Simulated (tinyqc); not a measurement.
## Contact resistivity and sheet resistance from two contact lengths

Inverse problem. Rc = [sqrt(rc Rsh)/Wc] coth(Lc/(2 LT)), LT = sqrt(rc/Rsh), Wc = 108 nm; the second contact is twice as long as the first. Find LT, rc and Rsh.

Rc for Lc = 42 and 84 nm (ohm): 113.093550  77.9498814

Answer. With t = tanh(Lc/(2 LT)) for the shorter contact, the resistance of the longer over that of the shorter is (1 + t^2)/2. Then sqrt(rc Rsh) = Rc t Wc, and rc and Rsh follow by multiplying and dividing by LT.

LT = 29.28 nm
rc = 2.200e-9 ohm cm^2
Rsh = 256.7 ohm

Program tinyqc, `OMP_NUM_THREADS=1 python tinyqc.py 2170061 2170062 out.jsonl`; Intel Xeon 2.30GHz, shared host, one thread, about 0.03 s.
